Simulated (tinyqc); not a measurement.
Comparisons within one model: interface roughness in a thin film (subband fluctuation and scattering). A value that a table varies takes the place of the one given here.

Square well of width t, barriers V0, c = hbar^2/2m0: E1 solves k t + 2 atan[(k/mz)/(kappa/mb)] = pi, k = sqrt(mz E/c), kappa = sqrt(mb (V0 - E)/c). One interface is rough, so the subband edge fluctuates by G dt with G = |dE1/dt| (central difference of 0.01 angstrom; 2 E1/t for hard walls).

Gaussian roughness spectrum S(q) = pi D^2 Lc^2 exp(-q^2 Lc^2/4). Degenerate gas, taken to fill one subband (the second starts to fill once c kF^2/md exceeds E2 - E1, which is not tested here): kF = sqrt(2 pi Ns/gv), q = 2 kF sin(theta/2), 1/tau = (md/(2 pi c hbar)) G^2 times the integral from 0 to pi of S(q)(1 - cos theta)/eps(q)^2 dtheta, eps(q) = 1 + qs/q with screening (qs = gv md q0/(c eps), q0 = e^2/(4 pi eps0), form factors left out, which overstates the screening; other scattering is left out too, so these values lie far above measured mobilities in all but the thinnest films) or 1 without; mobility = tau c2/md with c2 = e/m0 = 1.75882e15 cm^2/(V s^2); 1e12/cm^2 = 1e-4/angstrom^2.

Constants: hbar^2/2m0 = 3.80998211 eV angstrom^2; hbar = 6.58211957e-16 eV s; e^2/(4 pi eps0) = 14.39964547 eV angstrom.

Values chosen for the exercise (near those of a thin InGaAs channel; shifted at random, so the results belong to these values and not to a real crystal): mz = 0.044 m0 (confinement mass); V0 = 1.88 eV (barrier); mb = 0.25 m0 (barrier mass); md = 0.046 m0 (mass in the plane); gv = 1 (valleys); D = 2.8 angstrom (rms height of the roughness); Lc = 20 angstrom (correlation length); Ns = 1.5 x 1e12/cm^2 (sheet density); eps = 10.9 (mean dielectric constant at the channel); ts = (42, 53, 65, 76, 95, 122, 160) angstrom (thicknesses); t = 76 angstrom (film thickness); Ll = (5, 10, 16, 25, 40, 65, 100) angstrom (correlation lengths).

## The sixth-power law

Screened mobility against thickness for the finite barrier and for hard walls.

Results:

| t (angstrom) | E1 (meV) | G (meV/angstrom) | mobility (cm^2/(V s)) | the same, hard walls |
|---|---|---|---|---|
| 42 | 169.0 | 5.132 | 3.72e+04 | 1.84e+03 |
| 53 | 124.6 | 3.171 | 9.75e+04 | 7.44e+03 |
| 65 | 93.9 | 2.045 | 2.35e+05 | 2.53e+04 |
| 76 | 75.0 | 1.445 | 4.70e+05 | 6.47e+04 |
| 95 | 53.7 | 0.866 | 1.31e+06 | 2.47e+05 |
| 122 | 36.3 | 0.477 | 4.31e+06 | 1.11e+06 |
| 160 | 23.2 | 0.244 | 1.65e+07 | 5.63e+06 |

With hard walls G goes as 1/t^3 and the mobility as t^6. With the finite barrier the local exponent is 4.14 at the thin end and 4.96 at the thick end, since the envelope leaks out and softens the dependence. The least value is 3.72e+04 cm^2/(V s). EF - E1 = 78 meV exceeds about 3 E1, the distance to the next subband of the ladder, from 160 angstrom on, where the one-subband formula no longer holds. The gate field, which also presses carriers to the interface, is left out.

## Correlation length

Fixed D; bare and screened mobility.

Results:

| Lc (angstrom) | kF Lc | bare mobility (cm^2/(V s)) | screened mobility (cm^2/(V s)) |
|---|---|---|---|
| 5 | 0.15 | 3.30e+06 | 5.73e+06 |
| 10 | 0.31 | 8.70e+05 | 1.51e+06 |
| 16 | 0.49 | 3.79e+05 | 6.62e+05 |
| 25 | 0.77 | 1.99e+05 | 3.53e+05 |
| 40 | 1.23 | 1.45e+05 | 2.67e+05 |
| 65 | 2.00 | 2.04e+05 | 4.38e+05 |
| 100 | 3.07 | 3.76e+05 | 1.12e+06 |

The bare mobility is lowest at Lc = 40 angstrom of those listed (kF Lc = 1.23). The screened mobility is lowest at Lc = 40 angstrom of those listed (kF Lc = 1.23). Short roughness averages out (mobility as 1/Lc^2; the first two rows give exponent -1.92), and long roughness deflects only by small angles (bare mobility rising as Lc; the last two rows give 1.42).

## What each parameter does

G, G D, and the screened mobility. Each row changes one parameter from the base and keeps the others.

Results:

| case | G (meV/angstrom) | G D (meV) | mobility (cm^2/(V s)) |
|---|---|---|---|
| base | 1.445 | 4.05 | 4.697e+05 |
| t = 82 angstrom | 1.217 | 3.41 | 6.626e+05 |
| D = 3.64 angstrom | 1.445 | 5.26 | 2.779e+05 |
| Lc = 28 angstrom | 1.445 | 4.05 | 3.143e+05 |
| Ns = 2.4 x 1e12/cm^2 | 1.445 | 4.05 | 5.019e+05 |
| mz = 0.051 m0 | 1.383 | 3.87 | 5.130e+05 |
| md = 0.053 m0 | 1.445 | 4.05 | 3.800e+05 |
| V0 = 1.32 eV | 1.258 | 3.52 | 6.198e+05 |
| eps = 13.1 | 1.445 | 4.05 | 4.327e+05 |

The largest shifts from the base row, up to three for each result and ties (the steps differ in size, so this ranks the rows, not the parameters). G (meV/angstrom): t -0.228, V0 -0.187, mz -0.062; unchanged at the printed digits by D, Lc, Ns, md and eps. G D (meV): D +1.21, t -0.64, V0 -0.52; unchanged at the printed digits by Lc, Ns, md and eps. mobility (cm^2/(V s)): t +1.93e+05, D -1.92e+05, Lc -1.55e+05. In the base case G D is 0.052 times EF - E1 = 78.1 meV.

Run: tinyqc, `OMP_NUM_THREADS=1 python tinyqc.py 1251270 1251271 out.jsonl`; Intel(R) Xeon(R) Processor @ 2.30GHz, one thread, shared host; about 0.01 s of CPU time with all checks.
